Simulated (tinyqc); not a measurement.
Comparisons within one model: six-band Luttinger-Kohn model with strain. A value that a table varies takes the place of the one given here.

Six-band Luttinger-Kohn model in the basis |3/2,3/2>, |3/2,1/2>, |3/2,-1/2>, |3/2,-3/2>, |1/2,1/2>, |1/2,-1/2>, electron energies, zero at the top of the unstrained valence band. H = -[rows: (P+Q, -S, R, 0, -S/r2, r2 R); (-S*, P-Q, 0, R, -r2 Q, r32 S); (R*, 0, P-Q, S, r32 S*, r2 Q); (0, R*, S*, P+Q, -r2 R*, -S*/r2); (-S*/r2, -r2 Q, r32 S, -r2 R, P+Dso, 0); (r2 R*, r32 S*, r2 Q, -S/r2, 0, P+Dso)], r2 = sqrt(2), r32 = sqrt(3/2). Levels are twofold.

P = c g1 k^2 - av tr(e); Q = c g2 (kx^2 + ky^2 - 2 kz^2) - (b/2)(exx + eyy - 2 ezz); R = c sqrt3 [-g2 (kx^2 - ky^2) + 2i g3 kx ky] + (sqrt3/2) b (exx - eyy) - i d exy; S = 2 c sqrt3 g3 (kx - i ky) kz - d (exz - i eyz); c = hbar^2/2m0, e the strain tensor (not engineering shear).

s11 = (C11 + C12)/((C11 - C12)(C11 + 2 C12)), s12 = -C12/((C11 - C12)(C11 + 2 C12)), s44 = 1/C44; exx = s11 sxx + s12 (syy + szz) and cyclic, exy = s44 sxy/2; tension is positive. A uniaxial stress X along the unit vector n is s_ij = X n_i n_j.

Constants: hbar^2/2m0 = 3.80998211 eV angstrom^2.

Values chosen for the exercise (near those of InP; shifted at random, so the results belong to these values and not to a real crystal): Dso = 0.108 eV (spin-orbit splitting); g1 = 5.07 (Luttinger gamma1); g2 = 1.59 (gamma2); g3 = 2.1 (gamma3); av = 0.59 eV (valence hydrostatic potential); b = -1.95 eV (tetragonal shear potential); d = -4.96 eV (trigonal shear potential); C11 = 102.6 GPa; C12 = 57.8 GPa; C44 = 44.3 GPa; load = biaxial (001) (kind of stress); X1 = 0.8 GPa (size of the stress); E_h = 40 meV (hole energy below the top); X = 1.48 GPa (stress).

## Sweep of a biaxial (001) stress

Edges at k = 0 and curvature masses of the top pair along [110] and [001] (step 0.0002 1/angstrom); at zero stress the top is fourfold and has no single curvature.

Edges and masses:

| X (GPa) | top (eV) | second (eV) | third (eV) | splitting (meV) | m [110] | m [001] |
|---|---|---|---|---|---|---|
| -3.00 | 0.1144 | 0.0495 | -0.3205 | 64.9 | 0.150 | 0.529 |
| -2.00 | 0.0762 | 0.0152 | -0.2319 | 61.0 | 0.150 | 0.529 |
| -1.00 | 0.0381 | -0.0117 | -0.1507 | 49.8 | 0.150 | 0.529 |
| 0.00 | 0.0000 | 0.0000 | -0.1080 | 0.0 | - | - |
| 1.00 | 0.0708 | -0.0381 | -0.1244 | 108.9 | 0.446 | 0.093 |
| 2.00 | 0.1574 | -0.0762 | -0.1567 | 233.6 | 0.495 | 0.090 |
| 3.00 | 0.2474 | -0.1144 | -0.1923 | 361.7 | 0.512 | 0.088 |

The splitting reaches 64.9 meV under compression and 361.7 meV under the same tension; linear shear terms alone would make the two equal, and the difference comes from the coupling to the split-off band. At the ends of the sweep the top pair has a mass along [110] of 0.150 under compression and 0.512 under tension, so compression gives the lighter holes along [110]; along [001] it has 0.529 and 0.088. The top edge itself moves by +114 and +247 meV. The ends of the sweep mean strains up to 3.5 %, beyond the range of linear deformation potentials.

## Which stress helps holes along [110]

Each load has size X1 (biaxial: sxx = syy); masses are curvatures of the top pair at k = 0.

Results:

| load | splitting (meV) | top edge (meV) | m [110] | m [001] |
|---|---|---|---|---|
| uniaxial [110], compression | 66.7 | 36.8 | 0.087 | 0.426 |
| uniaxial [110], tension | 41.5 | 31.1 | 0.738 | 0.127 |
| uniaxial [100], compression | 85.0 | 48.0 | 0.155 | 0.427 |
| uniaxial [100], tension | 44.9 | 37.0 | 0.234 | 0.150 |
| uniaxial [111], compression | 61.1 | 33.0 | 0.118 | 0.197 |
| uniaxial [111], tension | 37.8 | 28.0 | 0.337 | 0.197 |
| biaxial (001), compression | 44.9 | 30.5 | 0.150 | 0.529 |
| biaxial (001), tension | 85.0 | 54.5 | 0.427 | 0.095 |

The lightest mass along [110] (0.087) comes with uniaxial [110], compression. The largest splitting (85.0 meV) comes with uniaxial [100], compression; biaxial (001), tension. The heaviest mass along [001] (0.529), which lowers the confinement energy in a (001) channel, comes with biaxial (001), compression. The splitting per GPa follows b (s11 - s12) for loads along cube axes and d s44 for [111]: here 2 |b| (s11 - s12) = 87.1 and |d| s44/sqrt3 = 64.6 meV per GPa in the limit of large Dso; where the splitting nears Dso, mixing with the split-off band makes it depend on the sign of the load.

## Warping of the constant-energy contours (six-band Luttinger-Kohn model)

No strain (e = 0). In the plane kz = 0, |k| where the top and second pairs lie E_h below the top, against the angle from [100]; m = c k^2/E_h.

Contours:

| angle (degrees) | k top (1/angstrom) | k second (1/angstrom) | m top (m0) | m second (m0) |
|---|---|---|---|---|
| 0 | 0.0745 | 0.0385 | 0.529 | 0.142 |
| 9 | 0.0763 | 0.0385 | 0.554 | 0.141 |
| 18 | 0.0818 | 0.0383 | 0.638 | 0.140 |
| 27 | 0.0920 | 0.0381 | 0.807 | 0.138 |
| 36 | 0.1068 | 0.0380 | 1.087 | 0.137 |
| 45 | 0.1164 | 0.0379 | 1.291 | 0.137 |

The heavy contour reaches 1.562 times as far along [110] as along [100], the light one 0.984 times. The warping follows g3 - g2 = 0.51 and would vanish for g2 = g3. Along [100] the heavy mass is 1/(g1 - 2 g2) = 0.529 at any energy, while the light one is 0.1415, against 1/(g1 + 2 g2) = 0.1212 at the edge, for E_h/Dso = 0.37.

## What each parameter does

Edges at k = 0 under a biaxial (001) stress X and the curvature mass of the top pair along [110] (step 0.0002 1/angstrom). Each row changes one parameter from the base and keeps the others.

Results:

| case | top (eV) | second (eV) | third (eV) | mass (m0) |
|---|---|---|---|---|
| base | 0.1116 | -0.0564 | -0.1392 | 0.477 |
| Dso = 0.13 eV | 0.1084 | -0.0564 | -0.1580 | 0.464 |
| g3 = 2.52 | 0.1116 | -0.0564 | -0.1392 | 0.477 |
| C44 = 35.44 GPa | 0.1116 | -0.0564 | -0.1392 | 0.477 |
| X = 1.776 GPa | 0.1376 | -0.0677 | -0.1490 | 0.489 |
| av = 0.472 eV | 0.1100 | -0.0580 | -0.1408 | 0.477 |
| b = -2.34 eV | 0.1360 | -0.0693 | -0.1506 | 0.489 |
| g2 = 1.908 | 0.1116 | -0.0564 | -0.1392 | 0.667 |

The largest shifts from the base row, up to three for each result and ties (the steps differ in size, so this ranks the rows, not the parameters). top (eV): X +0.0259, b +0.0243, Dso -0.0032; unchanged at the printed digits by g3, C44 and g2. second (eV): b -0.0129, X -0.0113, av -0.0016; unchanged at the printed digits by Dso, g3, C44 and g2. third (eV): Dso -0.0188, b -0.0114, X -0.0098; unchanged at the printed digits by g3, C44 and g2. mass (m0): g2 +0.189, Dso -0.014, X +0.012, b +0.012; unchanged at the printed digits by g3, C44 and av. The Luttinger parameters multiply k^2 and cannot move the edges; av shifts all edges alike and leaves the mass.

tinyqc: `OMP_NUM_THREADS=1 python tinyqc.py 1050288 1050289 out.jsonl`; about 0.06 s, one thread, shared Intel(R) Xeon(R) Processor @ 2.30GHz.
